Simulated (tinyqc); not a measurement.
What each parameter does: thresholds of impact ionisation and Auger recombination from band masses.

Parabolic bands, no phonon. At threshold the three slow carriers share one velocity. With M their total mass and m4 the mass of the fast carrier, the fast carrier has the kinetic energy E_T = G M/(M - m4) and the slow ones together E_a = G m4/(M - m4), the activation energy of the Auger rate. CCCH (fast electron): G = Eg, M = 2 me + mh, m4 = me. CHHS (hole into the split-off band): G = Eg - Dso, M = 2 mh + me, m4 = ms; this form holds for Eg > Dso (below, the process needs about Dso - Eg and is marked by a dash). CHHL (hole into the light band): G = Eg, M = 2 mh + me, m4 = ml. CHHH (fast heavy hole): G = Eg, M = 2 mh + me, m4 = mh.

Non-parabolic fast electron: E (1 + alpha E) = c k^2/me with alpha = (1 - me)^2/Eg; the slow carriers stay parabolic, so E_T = Eg + me E_T (1 + alpha E_T)/M, M = 2 me + mh (the root between Eg and 1.9 Eg).

Constants: kB = 8.617333262e-05 eV/K.

Inputs chosen for the exercise (near those of InAs, gap at low temperature and not tied to T; shifted at random, so the results belong to these values and not to a real crystal): Eg = 0.409 eV (gap at Gamma to the s-like level); Dso = 0.379 eV (spin-orbit splitting); me = 0.0262 m0 (electron mass at Gamma); mh = 0.41 m0 (heavy-hole mass); ms = 0.143 m0 (split-off mass); ml = 0.0271 m0 (light-hole mass); T = 400 K (temperature).

Activation energies.

Results for these values:
```
case  CCCH (meV)  CCCH non-parabolic (meV)  CHHL (meV)
base       24.57                     54.48       13.53
```

What happens to each result for me = 0.0288 m0, all else kept?

Answer: CCCH rises from 24.57 to 26.84; CCCH non-parabolic rises from 54.48 to 60.16; CHHL falls from 13.53 to 13.49.

The same for each parameter in turn:
```
case             CCCH (meV)  CCCH non-parabolic (meV)  CHHL (meV)
base                  24.57                     54.48       13.53
Eg = 0.4499 eV        27.02                     59.93       14.88
Dso = 0.3411 eV       24.57                     54.48       13.53
me = 0.0288 m0        26.84                     60.16       13.49
mh = 0.369 m0         27.11                     61.08       15.04
ms = 0.1287 m0        24.57                     54.48       13.53
ml = 0.0298 m0        24.57                     54.48       14.93
```

tinyqc: `OMP_NUM_THREADS=1 python tinyqc.py 1850037 1850038 out.jsonl`; about 0.01 s, one thread, shared Intel(R) Xeon(R) Processor @ 2.30GHz.
